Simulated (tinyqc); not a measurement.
# Capacitance measurement on a leaky thin oxide: effects of series resistance and leakage: what changes with what

The device is a capacitance C in parallel with a leakage conductance G, in series with Rs and Ls. An impedance meter reports either a parallel pair (Cp, Gp) from Y = 1/Z = Gp + i w Cp or a series pair (Cs, Rm) from Z = Rm + 1/(i w Cs); w = 2 pi f, dissipation D = Gp/(w |Cp|).

Parameters, values chosen for the exercise; values of the order met in thin-oxide MOS capacitors: relative permittivity of the gate insulator (close to silicon dioxide) eox = 3.9; insulator thickness tox = 1.1 nm; gate area A = 2500 um^2; oxide-equivalent thickness added by the accumulation layer zc = 0.28 nm; oxide-equivalent thickness added by gate depletion zp = 0 nm; gate leakage current density, not matched to the thickness Jg = 0.00087 A/cm^2; voltage for an e-fold rise of the leakage Vs = 0.27 V; series resistance Rs = 22 ohm; series inductance Ls = 0 nH; measuring frequency f = 2e5 Hz.

Constants: eps0 = 8.8541878128e-14 F/cm where lengths are in cm. Results are converted to the units shown.

Each table varies one quantity; the others keep the values above.

## Readings against frequency

EOT = 3.9 tox/eox; CET = EOT + zc + zp; C = 3.9 eps0 A/CET; G = Jg A/Vs. Z = Rs + i w Ls + 1/(G + i w C); CET read from Cp = 3.9 eps0 A/Cp; errors under 0.001 % are printed as 0.

The same in every row: C (pF) = 62.56.

Readings against frequency:
```
f (Hz)	Cp (pF)	Cs (pF)	D	error of Cp (%)	error of Cs (%)	CET read from Cp (nm)
1000	62.56	65.18	0.2050	0	4.20	1.380
3000	62.56	62.85	0.06834	0	0.467	1.380
10000	62.56	62.58	0.02058	0	0.0420	1.380
30000	62.56	62.56	0.007091	0	4.67e-3	1.380
1e5	62.56	62.56	0.002914	0	0	1.380
3e5	62.56	62.56	0.003277	-1.03e-3	0	1.380
1e6	62.55	62.56	0.008852	-7.83e-3	0	1.380
3e6	62.51	62.56	0.02601	-0.0676	0	1.381
1e7	62.09	62.56	0.08649	-0.743	0	1.390
3e7	58.61	62.56	0.2594	-6.31	0	1.473
```

D goes from 0.205 through a minimum of 0.00291 (at f = 1e5 Hz among the rows listed) to 0.259; without inductance its minimum lies at f = sqrt(G (1 + G Rs)/Rs)/(2 pi C) = 1.54e5 Hz. The error of Cp goes from 0 to -6.31 % and that of Cs from 4.20 to 0 %; at low frequency Cp tends to C/(1 + G Rs)^2 and Cs grows as 1 + (G/(w C))^2. One of the two readings is within 2 % of C for f = 1000, 3000, 10000, 30000, 1e5, 3e5, 1e6, 3e6, 1e7, 3e7 Hz.

## Effect of the series resistance

Same model as above.

The same in every row: C (pF) = 62.56; Cs (pF) = 62.56.

Results:
```
Rs (ohm)	Cp (pF)	D	error of Cp (%)	error of Cs (%)	CET read from Cp (nm)
1	62.56	0.001103	0	0	1.380
3	62.56	0.001261	0	0	1.380
10	62.56	0.001811	0	0	1.380
30	62.56	0.003383	-1.04e-3	0	1.380
100	62.55	0.008886	-7.79e-3	0	1.380
300	62.52	0.02461	-0.0604	0	1.381
3000	59.23	0.2369	-5.31	0	1.457
```

Estimate the missing row, Rs = 1000 ohm.

Computed row:
```
Rs (ohm)	Cp (pF)	D	error of Cp (%)	error of Cs (%)	CET read from Cp (nm)
1000	62.16	0.07964	-0.630	0	1.389
```

With this row back in the table: As Rs goes from 1 to 3000, the error of Cp goes from 0 to -5.31 %, that of Cs from 0 to 0 %, and D rises from 0.00110 to 0.237. The CET read from Cp goes from 1.38 to 1.46 nm against the true 1.38 nm. Rs does not enter the imaginary part of Z, so Cs does not depend on it.

Program tinyqc, `OMP_NUM_THREADS=1 python tinyqc.py 2022163 2022164 out.jsonl`; Intel Xeon 2.30GHz, shared host, one thread, about 0.01 s.
